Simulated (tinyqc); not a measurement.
ROHF in the 6-31g basis, for H3, spin multiplicity 2, step by step. One step of it, computed by the program tinyqc.

Problem. Iteration 1: building the Fock matrix. J_ij = sum D_kl (ij|kl) with D = D(alpha) + D(beta), K_ij = sum D_kl (ik|jl) for each spin; F = H + J - K(s); E = tr D H + tr D J / 2 - 0.5 sum_s tr D(s) K(s) + E_nn.

D(alpha) at the start:
```
          1H 1s     1H 2s      2H 1s      2H 2s      3H 1s      3H 2s
1H 1s  0.134212  0.081293   0.100012   0.059935   0.099531   0.059432
1H 2s  0.081293  0.049240   0.060635   0.036374   0.060229   0.035927
2H 1s  0.100012  0.060635   0.263184   0.278266  -0.115019  -0.189866
2H 2s  0.059935  0.036374   0.278266   0.316023  -0.189813  -0.263398
3H 1s  0.099531  0.060229  -0.115019  -0.189813   0.263533   0.278887
3H 2s  0.059432  0.035927  -0.189866  -0.263398   0.278887   0.316939
```

D(beta) at the start:
```
          1H 1s     1H 2s     2H 1s     2H 2s     3H 1s     3H 2s
1H 1s  0.134212  0.081293  0.099828  0.059708  0.099715  0.059659
1H 2s  0.081293  0.049239  0.060467  0.036166  0.060398  0.036136
2H 1s  0.099828  0.060467  0.074254  0.044412  0.074169  0.044375
2H 2s  0.059708  0.036166  0.044412  0.026563  0.044361  0.026541
3H 1s  0.099715  0.060398  0.074169  0.044361  0.074085  0.044325
3H 2s  0.059659  0.036136  0.044375  0.026541  0.044325  0.026519
```

core Hamiltonian H = T + V (hartree):
```
           1H 1s      1H 2s      2H 1s      2H 2s      3H 1s      3H 2s
1H 1s  -1.128272  -1.054001  -0.339372  -0.601925  -0.338849  -0.601548
1H 2s  -1.054001  -1.213102  -0.585279  -0.889822  -0.584858  -0.889472
2H 1s  -0.339372  -0.585279  -1.059372  -1.009408  -0.182415  -0.454502
2H 2s  -0.601925  -0.889822  -1.009408  -1.162058  -0.454458  -0.760620
3H 1s  -0.338849  -0.584858  -0.182415  -0.454458  -1.059156  -1.009270
3H 2s  -0.601548  -0.889472  -0.454502  -0.760620  -1.009270  -1.161914
```

Two-electron integrals (ij|kl) in chemists' order, unique and non-zero (hartree):
```
(11|11) 1.076566   (21|11) 0.578470   (21|21) 0.329423   (22|11) 0.587396
(22|21) 0.361304   (22|22) 0.453150   (31|11) 0.103519   (31|21) 0.061595
(31|22) 0.072040   (31|31) 0.017801   (32|11) 0.167492   (32|21) 0.106264
(32|22) 0.140780   (32|31) 0.034437   (32|32) 0.081442   (33|11) 0.433456
(33|21) 0.282152   (33|22) 0.395668   (33|31) 0.103519   (33|32) 0.278150
(33|33) 1.076566   (41|11) 0.278150   (41|21) 0.159848   (41|22) 0.177871
(41|31) 0.034437   (41|32) 0.061300   (41|33) 0.167492   (41|41) 0.081442
(42|11) 0.342657   (42|21) 0.213687   (42|22) 0.276511   (42|31) 0.052406
(42|32) 0.113084   (42|33) 0.342657   (42|41) 0.113084   (42|42) 0.193643
(43|11) 0.282152   (43|21) 0.182451   (43|22) 0.253762   (43|31) 0.061595
(43|32) 0.159848   (43|33) 0.578470   (43|41) 0.106264   (43|42) 0.213687
(43|43) 0.329423   (44|11) 0.395668   (44|21) 0.253762   (44|22) 0.351812
(44|31) 0.072040   (44|32) 0.177871   (44|33) 0.587396   (44|41) 0.140780
(44|42) 0.276511   (44|43) 0.361304   (44|44) 0.453150   (51|11) 0.103305
(51|21) 0.061471   (51|22) 0.071902   (51|31) 0.012598   (51|32) 0.022893
(51|33) 0.061318   (51|41) 0.031055   (51|42) 0.045000   (51|43) 0.039790
(51|44) 0.055401   (51|51) 0.017736   (52|11) 0.167313   (52|21) 0.106156
(52|22) 0.140653   (52|31) 0.022914   (52|32) 0.046710   (52|33) 0.130421
(52|41) 0.054477   (52|42) 0.091622   (52|43) 0.084787   (52|44) 0.120155
(52|51) 0.034347   (52|52) 0.081329   (53|11) 0.034777   (53|21) 0.022154
(53|22) 0.029285   (53|31) 0.006513   (53|32) 0.014419   (53|33) 0.044492
(53|41) 0.012517   (53|42) 0.022328   (53|43) 0.027061   (53|44) 0.032825
(53|51) 0.006503   (53|52) 0.014410   (53|53) 0.003978   (54|11) 0.117438
(54|21) 0.075146   (54|22) 0.101608   (54|31) 0.017826   (54|32) 0.038067
(54|33) 0.109310   (54|41) 0.039810   (54|42) 0.070321   (54|43) 0.070412
(54|44) 0.097065   (54|51) 0.024411   (54|52) 0.059544   (54|53) 0.011823
(54|54) 0.045774   (55|11) 0.433249   (55|21) 0.282026   (55|22) 0.395541
(55|31) 0.061407   (55|32) 0.130493   (55|33) 0.366005   (55|41) 0.145840
(55|42) 0.262273   (55|43) 0.240090   (55|44) 0.349865   (55|51) 0.103305
(55|52) 0.277948   (55|53) 0.044492   (55|54) 0.205646   (55|55) 1.076566
(61|11) 0.277948   (61|21) 0.159734   (61|22) 0.177746   (61|31) 0.031095
(61|32) 0.054495   (61|33) 0.145805   (61|41) 0.078659   (61|42) 0.107437
(61|43) 0.093984   (61|44) 0.129549   (61|51) 0.034347   (61|52) 0.061202
(61|53) 0.012510   (61|54) 0.043378   (61|55) 0.167313   (61|61) 0.081329
(62|11) 0.342475   (62|21) 0.213576   (62|22) 0.276376   (62|31) 0.045062
(62|32) 0.091659   (62|33) 0.262226   (62|41) 0.107457   (62|42) 0.175808
(62|43) 0.167981   (62|44) 0.232158   (62|51) 0.052288   (62|52) 0.112954
(62|53) 0.022321   (62|54) 0.082630   (62|55) 0.342475   (62|61) 0.112954
(62|62) 0.193479   (63|11) 0.117477   (63|21) 0.075168   (63|22) 0.101628
(63|31) 0.024457   (63|32) 0.059584   (63|33) 0.205646   (63|41) 0.043416
(63|42) 0.082667   (63|43) 0.118614   (63|44) 0.132764   (63|51) 0.017799
(63|52) 0.038045   (63|53) 0.011823   (63|54) 0.031594   (63|55) 0.109310
(63|61) 0.039796   (63|62) 0.070305   (63|63) 0.045774   (64|11) 0.245110
(64|21) 0.155481   (64|22) 0.209550   (64|31) 0.039410   (64|32) 0.089219
(64|33) 0.275097   (64|41) 0.083310   (64|42) 0.151618   (64|43) 0.172410
(64|44) 0.225699   (64|51) 0.039342   (64|52) 0.089162   (64|53) 0.020869
(64|54) 0.070073   (64|55) 0.275097   (64|61) 0.083257   (64|62) 0.151564
(64|63) 0.070073   (64|64) 0.136264   (65|11) 0.282026   (65|21) 0.182377
(65|22) 0.253687   (65|31) 0.039849   (65|32) 0.084835   (65|33) 0.240090
(65|41) 0.094010   (65|42) 0.168014   (65|43) 0.156874   (65|44) 0.226437
(65|51) 0.061471   (65|52) 0.159734   (65|53) 0.027061   (65|54) 0.118614
(65|55) 0.578470   (65|61) 0.106156   (65|62) 0.213576   (65|63) 0.070412
(65|64) 0.172410   (65|65) 0.329423   (66|11) 0.395541   (66|21) 0.253687
(66|22) 0.351733   (66|31) 0.055488   (66|32) 0.120227   (66|33) 0.349865
(66|41) 0.129601   (66|42) 0.232216   (66|43) 0.226437   (66|44) 0.321995
(66|51) 0.071902   (66|52) 0.177746   (66|53) 0.032825   (66|54) 0.132764
(66|55) 0.587396   (66|61) 0.140653   (66|62) 0.276376   (66|63) 0.097065
(66|64) 0.225699   (66|65) 0.361304   (66|66) 0.453150
```

nuclear repulsion = 1.23721169 hartree

Give: Coulomb J; exchange K(alpha); exchange K(beta); F(alpha); F(beta); total energy of this density.

Solution.

Coulomb J (hartree):
```
        1H 1s   1H 2s   2H 1s   2H 2s   3H 1s   3H 2s
1H 1s  1.6713  1.0174  0.2441  0.5315  0.2436  0.5312
1H 2s  1.0174  1.2855  0.5308  0.8902  0.5305  0.8898
2H 1s  0.2441  0.5308  1.6852  1.0156  0.1144  0.3990
2H 2s  0.5315  0.8902  1.0156  1.2697  0.3990  0.7514
3H 1s  0.2436  0.5305  0.1144  0.3990  1.6854  1.0157
3H 2s  0.5312  0.8898  0.3990  0.7514  1.0157  1.2697
```

exchange K(alpha) (hartree):
```
        1H 1s   1H 2s   2H 1s   2H 2s   3H 1s   3H 2s
1H 1s  0.4317  0.3787  0.2119  0.2874  0.2114  0.2870
1H 2s  0.3787  0.4110  0.3002  0.3592  0.3000  0.3591
2H 1s  0.2119  0.3002  0.6661  0.4866  0.0107  0.1638
2H 2s  0.2874  0.3592  0.4866  0.4481  0.1639  0.2680
3H 1s  0.2114  0.3000  0.0107  0.1639  0.6669  0.4871
3H 2s  0.2870  0.3591  0.1638  0.2680  0.4871  0.4484
```

exchange K(beta) (hartree):
```
        1H 1s   1H 2s   2H 1s   2H 2s   3H 1s   3H 2s
1H 1s  0.4250  0.3646  0.1928  0.2711  0.1925  0.2710
1H 2s  0.3646  0.3676  0.2314  0.3011  0.2311  0.3009
2H 1s  0.1928  0.2314  0.2717  0.2539  0.1318  0.1932
2H 2s  0.2711  0.3011  0.2539  0.2882  0.1931  0.2567
3H 1s  0.1925  0.2311  0.1318  0.1931  0.2712  0.2535
3H 2s  0.2710  0.3009  0.1932  0.2567  0.2535  0.2879
```

F(alpha) (hartree):
```
         1H 1s    1H 2s    2H 1s    2H 2s    3H 1s    3H 2s
1H 1s   0.1113  -0.4153  -0.3072  -0.3577  -0.3067  -0.3574
1H 2s  -0.4153  -0.3387  -0.3547  -0.3589  -0.3544  -0.3587
2H 1s  -0.3072  -0.3547  -0.0403  -0.4803  -0.0786  -0.2193
2H 2s  -0.3577  -0.3589  -0.4803  -0.3405  -0.2193  -0.2772
3H 1s  -0.3067  -0.3544  -0.0786  -0.2193  -0.0407  -0.4806
3H 2s  -0.3574  -0.3587  -0.2193  -0.2772  -0.4806  -0.3406
```

F(beta) (hartree):
```
         1H 1s    1H 2s    2H 1s    2H 2s    3H 1s    3H 2s
1H 1s   0.1180  -0.4011  -0.2881  -0.3415  -0.2877  -0.3413
1H 2s  -0.4011  -0.2952  -0.2858  -0.3007  -0.2855  -0.3005
2H 1s  -0.2881  -0.2858   0.3542  -0.2477  -0.1997  -0.2488
2H 2s  -0.3415  -0.3007  -0.2477  -0.1806  -0.2486  -0.2659
3H 1s  -0.2877  -0.2855  -0.1997  -0.2486   0.3550  -0.2471
3H 2s  -0.3413  -0.3005  -0.2488  -0.2659  -0.2471  -0.1801
```

total energy of this density = -1.441543 hartree
